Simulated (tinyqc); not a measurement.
# Segment and feed resistance from two drops

Problem. A rail is fed at one end through Rq; K loads of Ij follow, each after a segment Rs. The drop at load j is K Ij Rq + Rs Ij sum_(l=1..j) (K - l + 1). Find Rs, Rq and the worst drop, at the middle, if the rail were fed through Rq at both ends: K Ij Rq/2 + Rs Ij K^2/8 with the load taken as continuous.

Inputs (values chosen for the exercise):
- K = 9 (number of equal loads)
- Ij = 0.53 mA (current of each load)

drops at the first and at the last load (mV): [4.0545000, 5.9625000]

Answer. The difference of the two drops is Rs Ij K (K - 1)/2, which gives Rs; the first drop then gives Rq.

Rs = 0.100 ohm
Rq = 0.750 ohm
drop at the middle with two feeds = 2.33 mV

Computed by the program tinyqc: `OMP_NUM_THREADS=1 python tinyqc.py 2770157 2770158 out.jsonl`, one thread of a shared Intel Xeon 2.30GHz, about 0.1 s for the whole run.
